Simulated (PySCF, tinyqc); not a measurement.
RKS/PBE0 in the sto-6g basis, for H3+, spin multiplicity 1, step by step. The lowest restricted solution is unstable here: a spin-polarised one lies 0.0006 hartree lower (PySCF). One step of it, computed by the program tinyqc.

Problem. Iteration 2: building the Kohn-Sham matrix. J_ij = sum D_kl (ij|kl), K_ij = sum D_kl (ik|jl); F = H + J - 0.125 K + V_xc; E = tr D H + tr D J / 2 - 0.0625 tr D K + E_xc + E_nn.

D after iteration 1, lower triangle:
```
          1H 1s     2H 1s     3H 1s
1H 1s  0.560390
2H 1s  0.459477  0.376736
3H 1s  0.459477  0.376736  0.376736
```

core Hamiltonian H = T + V (hartree), lower triangle:
```
           1H 1s      2H 1s      3H 1s
1H 1s  -1.295767
2H 1s  -0.562942  -1.091731
3H 1s  -0.562942  -0.085506  -1.091731
```

Two-electron integrals (ij|kl) in chemists' order, unique and non-zero (hartree):
```
(11|11) 0.774999   (21|11) 0.202700   (21|21) 0.074752   (22|11) 0.399197
(22|21) 0.202700   (22|22) 0.774999   (31|11) 0.202700   (31|21) 0.049950
(31|22) 0.099355   (31|31) 0.074752   (32|11) 0.026406   (32|21) 0.008198
(32|22) 0.019772   (32|31) 0.008198   (32|32) 0.001088   (33|11) 0.399197
(33|21) 0.099355   (33|22) 0.208238   (33|31) 0.202700   (33|32) 0.019772
(33|33) 0.774999
```

nuclear repulsion = 1.04168742 hartree

V_xc (hartree), lower triangle:
```
           1H 1s      2H 1s      3H 1s
1H 1s  -0.321348
2H 1s  -0.095199  -0.276760
3H 1s  -0.095199  -0.011758  -0.276760
```

E_xc = sum of w rho eps_xc = -0.44627635 hartree

Give: Coulomb J; exchange K; Kohn-Sham matrix F; total energy of this density.

Solution.

Coulomb J (hartree), lower triangle:
```
        1H 1s   2H 1s   3H 1s
1H 1s  1.1275
2H 1s  0.3482  0.8866
3H 1s  0.3482  0.0456  0.8866
```

exchange K (hartree), lower triangle:
```
        1H 1s   2H 1s   3H 1s
1H 1s  0.9008
2H 1s  0.4864  0.5430
3H 1s  0.4864  0.2206  0.5430
```

Kohn-Sham matrix F (hartree), lower triangle:
```
         1H 1s    2H 1s    3H 1s
1H 1s  -0.6022
2H 1s  -0.3708  -0.5498
3H 1s  -0.3708  -0.0793  -0.5498
```

total energy of this density = -1.188703 hartree
